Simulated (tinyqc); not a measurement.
# One-sided p+-n junction, ionisation integral and breakdown, step by step

Numbers from tinyqc (`OMP_NUM_THREADS=1 python tinyqc.py 2120019 2120020 out.jsonl`; about 0.06 s on one thread of a shared Intel Xeon 2.30GHz). Printed values are rounded.

A p+ layer at x < 0 and an n drift layer from x = 0. Depletion approximation, built-in voltage neglected. Local ionisation coefficients alpha_n = an exp(-(bn/E)^mx), alpha_p = ap exp(-(bp/E)^mx). Electrons move towards +x, holes towards x = 0.

Parameters, values chosen for the exercise; material values close to those of gallium nitride:
- eps_r = 9.48 (relative permittivity)
- an = 3.02e8 1/cm (prefactor of the electron ionisation coefficient)
- bn = 3.32e7 V/cm (field constant for electrons)
- ap = 1.3e8 1/cm (prefactor of the hole ionisation coefficient)
- bp = 2.11e7 V/cm (field constant for holes)
- mx = 1 (exponent)
- N = 2e16 cm^-3 (donor density of the drift layer)
- V = 887 V (reverse voltage)
- fr = 0.5 (share of the depleted width that the grid covers)

Constants: q = 1.602176634e-19 C, eps0 = 8.8541878128e-14 F/cm where lengths are in cm. Results are converted to the units shown.

## Field and ionisation coefficients on a grid

W = sqrt(2 eps0 eps_r V/(q N)), peak field E0 = q N W/(eps0 eps_r), falling linearly to 0 at W. Grid: 13 equal steps from 0 to fr W.

W = 6.81687 um

```
point   x (um)  E (kV/cm)  alpha_n (1/cm)  alpha_p (1/cm)
0      0.00000    2602.37         869.848         39145.5
1      0.26219    2502.28         522.181         28302.9
2      0.52437    2402.18         300.421         19917.9
3      0.78656    2302.09         164.726         13595.2
4      1.04875    2202.00         85.5201         8962.98
5      1.31094    2101.91         41.7121         5679.19
6      1.57312    2001.82         18.9354         3437.98
7      1.83531    1901.73         7.91013         1974.13
8      2.09750    1801.64         2.99896         1065.80
9      2.35969    1701.55         1.01439         535.161
10     2.62187    1601.46        0.299634         246.543
11     2.88406    1501.37       0.0752253         102.429
12     3.14625    1401.27       0.0155021         37.5368
13     3.40844    1301.18      0.00250542         11.7875
```

## Ionisation integrals by the trapezoid rule

G(x) = integral from 0 to x of (alpha_n - alpha_p); I_n = integral of alpha_n exp(-G) (electrons injected at x = 0), I_p = integral of alpha_p exp(G(end) - G) (holes injected at the far edge); M = 1/(1 - I). All integrals by the trapezoid rule on the grid.

```
point         G  alpha_n exp(-G) (1/cm)
0       0.00000                  869.85
1      -0.86596                 1241.37
2      -1.48732                 1329.43
3      -1.92056                 1124.21
4      -2.21300                  781.92
5      -2.40328                  461.31
6      -2.52201                  235.81
7      -2.59260                  105.72
8      -2.63231                   41.70
9      -2.65325                   14.40
10     -2.66348                    4.30
11     -2.66805                    1.08
12     -2.66988                    0.22
13     -2.67053                    0.04
```

I_n = 0.151451
I_p = 0.925156
M_n = 1.17848
M_p = 13.3611

A grid of 1500 steps over the whole width gives I_n = 0.1507 and I_p = 0.9397; the coarse I_n is 0.52 % above and the coarse I_p 1.5 % below those values. Holes multiply more: on this coarse grid M - 1 is 69.3 times as large for them.

## Breakdown voltage by secant steps

G(x) = integral from 0 to x of (alpha_n - alpha_p); I_n = integral of alpha_n exp(-G) (electrons injected at x = 0), I_p = integral of alpha_p exp(G(end) - G) (holes injected at the far edge); M = 1/(1 - I). Secant steps on ln I_n(V) = 0 with the integrals on a fine grid (1500 steps), from the points V = 693 and 956 V; stop when the step is below 1e-7 of V.

Course of the iteration:
```
step    V (V)       I_n  change of V (V)
1         956  0.534279             39.5
2     995.492   1.22826            -9.75
3     985.738  0.991542            0.387
4     986.125  0.999890          5.10e-3
5     986.130   1.00000         -2.78e-6
```

Breakdown at 986.13 V, with a peak field of 2744 kV/cm and W = 7.188 um. The integral for holes reaches 1 at the same voltage.
